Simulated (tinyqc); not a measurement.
A particle near a wafer in liquid: double-layer and van der Waals forces (DLVO), deposition barrier and removal: one step, computed by the program tinyqc. Command: `OMP_NUM_THREADS=1 python tinyqc.py 3114358 3114359 out.jsonl dlvo walk`. One thread of a shared host (Intel(R) Xeon(R) Processor @ 2.30GHz), about 0.01 s of CPU time with the checks.

Sphere and flat wall, Derjaguin approximation, constant potentials in the linear-superposition form, no retardation and no hydration force.

Question. The curve. U(h) = Z R exp(-kappa h) - A R/(6 h); F(h) = -dU/dh = kappa Z R exp(-kappa h) - A R/(6 h^2), positive for repulsion.

Inputs (values chosen for the exercise, of the order of those for alumina on silica in water): particle radius R = 21 nm; Hamaker constant A = 1.2e-20 J; temperature T = 323 K.

kappa = 1.569843 1/nm

Z = 22.67833 pN

Constants: k_B = 1.380649e-23 J/K.

Give: the table «Against the gap» with the columns kappa h, U (k_B T), F (pN), for h (nm) = 0.4, 0.6, 1.0, 1.5, 2.5, 4.0, 7.0, 12.0, 20.0, 40.0.

Answer.

Against the gap:
```
h (nm)  kappa h  U (k_B T)      F (pN)
0.4        0.63      33.45   1.365e+02
0.6        0.94      25.94   1.748e+02
1.0        1.57      12.80   1.136e+02
1.5        2.35       3.86   5.230e+01
2.5        3.92      -1.66   8.046e+00
4.0        6.28      -2.15  -1.224e+00
7.0       10.99      -1.34  -8.445e-01
12.0      18.84      -0.78  -2.917e-01
20.0      31.40      -0.47  -1.050e-01
40.0      62.79      -0.24  -2.625e-02
```

Caution: in rows where h is not small against R, A R/(6 h) overstates the van der Waals term. Caution: in rows with kappa h below 1 linear superposition is only rough.
